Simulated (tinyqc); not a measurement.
Worked calculation: Hubbard ring of 5 sites. Computed by tinyqc, a small Python program that keeps every step. Settings: hopping = 1.85, U = 8.7, mixing = 1, iteration cap = 68. Command: `OMP_NUM_THREADS=1 python tinyqc.py 31688 31689 out.jsonl` (the two numbers bound the seeds that draw the settings). One thread of a shared host (Intel(R) Xeon(R) Processor @ 2.60GHz), about 0.2 s of CPU time with the checks. Later iterations appear only in the table of the cycle.

## Mean-field iteration 1

one-body matrix (hopping and site energies) (eV), order 1, 2, 3, 4, 5:
$$\begin{pmatrix}
0.0000 & -1.8500 & 0.0000 & 0.0000 & -1.8500 \\
-1.8500 & 0.0000 & -1.8500 & 0.0000 & 0.0000 \\
0.0000 & -1.8500 & 0.0000 & -1.8500 & 0.0000 \\
0.0000 & 0.0000 & -1.8500 & 0.0000 & -1.8500 \\
-1.8500 & 0.0000 & 0.0000 & -1.8500 & 0.0000
\end{pmatrix}$$

U = 8.7000 eV

electrons, up and down: [2, 2]

mixing = 1

n(up) at the start (a guess, not normalised): 1 0.7000, 2 0.1000, 3 0.7000, 4 0.1000, 5 0.7000

n(down) at the start (a guess): 1 0.1000, 2 0.7000, 3 0.1000, 4 0.7000, 5 0.1000

H(up) = T + U n(down), H(down) = T + U n(up); fill the lowest levels; n(new) = n + mixing (n(out) - n); E = tr T (rho up + rho down) + U sum n_up n_down of the output.

levels, up (eV): [-1.6588, 0.1172, 1.9027, 6.9073, 7.5216]

levels, down (eV): [-0.8020, 0.4152, 4.6426, 7.3594, 8.3948]

energy = -4.9275 eV

n(up) after iteration 1: 1 0.4803, 2 0.0840, 3 0.8713, 4 0.0840, 5 0.4803

n(down) after iteration 1: 1 0.0811, 2 0.8625, 3 0.1127, 4 0.8625, 5 0.0811

## Mean-field iteration 2

As before.

levels, up (eV): [-1.6642, 0.2712, 1.9407, 8.1191, 8.7333]

levels, down (eV): [-1.0679, 0.1491, 3.1826, 6.6107, 8.5255]

energy = -5.0963 eV

n(up) after iteration 2: 1 0.4847, 2 0.0648, 3 0.9009, 4 0.0648, 5 0.4847

n(down) after iteration 2: 1 0.1519, 2 0.8151, 3 0.0659, 4 0.8151, 5 0.1519

## Mean-field iteration 3

As before.

levels, up (eV): [-1.2664, 0.0468, 2.4363, 7.8269, 8.3564]

levels, down (eV): [-1.1652, -0.0001, 3.1996, 6.6313, 8.7344]

energy = -5.1013 eV

n(up) after iteration 3: 1 0.4813, 2 0.0676, 3 0.9023, 4 0.0676, 5 0.4813

n(down) after iteration 3: 1 0.1435, 2 0.8255, 3 0.0622, 4 0.8255, 5 0.1435

## Convergence

Each step fills the lowest levels of T + U n(other spin) and sets n(new) = n + mixing (n(out) - n); stop when output and input agree to 1e-8.

Course of the cycle:
```
iteration     E (eV)  largest |n(out) - n(in)|  mean |n_up - n_down|
1          -4.927546                  2.20e-01                0.6228
2          -5.096318                  7.08e-02                0.6003
3          -5.101311                  1.03e-02                0.6063
4          -5.101586                  2.62e-03                0.6056
5          -5.101607                  9.19e-04                0.6061
6          -5.101609                  1.90e-04                0.6061
7          -5.101609                  7.93e-05                0.6061
8          -5.101609                  1.60e-05                0.6061
9          -5.101609                  6.80e-06                0.6061
10         -5.101609                  1.36e-06                0.6061
11         -5.101609                  5.83e-07                0.6061
12         -5.101609                  1.16e-07                0.6061
13         -5.101609                  5.00e-08                0.6061
14         -5.101609                  9.98e-09                0.6061
```

local moments n_up - n_down: 1 0.3363, 2 -0.7576, 3 0.8427, 4 -0.7576, 5 0.3363

Converged in 14 iterations. Before convergence this energy mixes input and output and is not variational, so it may rise towards its limit.

## Exact diagonalisation (100 states)

Lowest levels of the sector, and the double occupancy of the lowest state.

lowest levels (eV): [-6.3283, -5.8573, -5.8573, -5.2753, -4.7405, -4.7405]

double occupancy per site = 0.0422

The mean-field solution above lies 1.2267 eV above the exact energy.

## The lowest level by Lanczos steps

From a random start vector (not printed): a_j = <q_j|H|q_j>, b_j = norm of the remainder after orthogonalising; the Ritz value is the lowest eigenvalue of the tridiagonal matrix of a and b so far.

Lanczos:
```
j   a_j (eV)  b_j (eV)  lowest Ritz value (eV)
1     4.4116    8.0339                4.411577
2     7.8713    7.8455               -2.076641
3     7.6257    6.5406               -4.476535
4     6.4535    7.1036               -5.339543
5     8.5426    6.6996               -5.756640
6     9.5010    7.3953               -5.908451
7     7.1649    7.8229               -5.990255
8     7.9493    6.9200               -6.069264
9     9.1635    8.3100               -6.125645
10    7.8825    6.1401               -6.187456
```
